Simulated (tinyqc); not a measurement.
Inside a calculation: five-level k.p model folded onto the conduction band. Values are carried at full precision from step to step, so a last printed digit may differ when a step is redone from the rounded ones.

Second-order sums for the lowest conduction level at E: 1/m = 1 + Cm + (Ep/3)(2/E + 1/(E + Dso)) - (Ep2/3)(2/(E7 + D2 - E) + 1/(E7 - E)); g/2 = 1 + Cg - (Ep/3)(1/E - 1/(E + Dso)) - (Ep2/3)(1/(E7 - E) - 1/(E7 + D2 - E)). E is counted from the top of the valence band; E = Eg at the edge.

Constants: hbar^2/2m0 = 3.80998211 eV angstrom^2.

Values chosen for the exercise (near those of InP; shifted at random, so the results belong to these values and not to a real crystal):
```
symbol  value  unit        meaning
Eg      1.34   eV          gap at Gamma to the s-like level
Dso     0.112  eV          spin-orbit splitting
Ep      21.4   eV          Kane energy
E7      4.75   eV          upper Gamma7 conduction level, from the valence top
D2      0.07   eV          its spin-orbit splitting, Gamma8 above Gamma7
Ep2     1.2    eV          Kane energy to the upper levels
Cm      -4.2               remote term in 1/m
Cg      -0.02              remote term in g/2
k       0.067  1/angstrom  wave vector along z
```

## Mass and g factor term by term

Evaluate at E = Eg.

Terms:
```
level           part of 1/m  part of g
free + remote       -3.2000     1.9600
Gamma8 valence      10.6468   -10.6468
Gamma7 valence       4.9128     9.8255
Gamma8 upper        -0.2299     0.2299
Gamma7 upper        -0.1173    -0.2346
```

m = 0.0832 m0
g = 1.134

The valence levels give 15.56 to 1/m and the upper levels take 0.35 away. In g the two valence terms nearly cancel when Dso is small against Eg; here Dso/Eg = 0.08 and they leave -0.821, the upper pair -0.005.

## The matrix at one k

For k along z and one spin sector the level c couples to four states. With c0 = hbar^2/2m0, P = sqrt(Ep c0), P2 = sqrt(Ep2 c0): diagonal Eg + (1 + Cm) c0 k^2 for c, and 0, -Dso, E7 + D2, E7 for lh, so, G8 up, G7 up (their own dispersion is left out); couplings of c: sqrt(2/3) P k to lh, sqrt(1/3) P k to so, sqrt(2/3) P2 k to G8 up, sqrt(1/3) P2 k to G7 up (phases chosen real).

Fill in the matrix.

H (eV), rows c, lh, so, G8 up, G7 up and columns alike:
```
[[1.28527, 0.49397, 0.34929, 0.11697, 0.08271],
 [0.49397, 0, 0, 0, 0],
 [0.34929, 0, -0.11200, 0, 0],
 [0.11697, 0, 0, 4.82000, 0],
 [0.08271, 0, 0, 0, 4.75000]]
```

## Exact folding onto c

Solve E = H_cc + S(E), S(E) = sum_j H_cj^2/(E - H_jj), from E = H_cc, by plain substitution and by Newton steps on E - H_cc - S(E). The weight of c in the state is Z = 1/(1 - dS/dE). The exact level is the third eigenvalue of H from below.

Iterates (eV):
```
step  substitution   Newton
0          1.28527  1.28527
1          1.55658  1.50915
2          1.50881  1.51505
3          1.51602  1.51505
4          1.51490  1.51505
5          1.51507  1.51505
6          1.51505  1.51505
7          1.51505  1.51505
```

exact level = 1.51505 eV
Z = 0.8663

Substitution multiplies the error by about dS/dE = 1 - 1/Z = -0.154 a step, so it alternates; after 7 steps it is off by 5.5e-07 eV, while Newton is within 1e-5 eV from step 2 on.

## Loewdin series

Expanding E = H_cc + S(E) about Eg in powers of k^2, with s_n = sum_j H_cj^2/(Eg - H_jj)^n: order k^2: e2 = (1 + Cm) c0 k^2 + s1; order k^4: e4 = -s2 e2; order k^6: e6 = s3 e2^2 + s2^2 e2.

Give each order and the partial sums, counted from Eg.

s1 (eV), s2 (no unit), s3 (1/eV); (1 + Cm) c0 k^2 is H_cc - Eg: [0.26018, 0.19547, 0.14077]

e2, e4, e6 (eV): [0.20545, -0.04016, 0.01379]

partial sums (eV): [0.20545, 0.16529, 0.17908]

The exact value is 0.17505 eV; the errors of the partial sums are +30.40, -9.76 and +4.03 meV.

## Checks

- Curvature of the exact level at small k against the sum for 1/m: both 12.012.

tinyqc: `OMP_NUM_THREADS=1 python tinyqc.py 1050007 1050008 out.jsonl`; about 0.01 s, one thread, shared Intel(R) Xeon(R) Processor @ 2.30GHz.
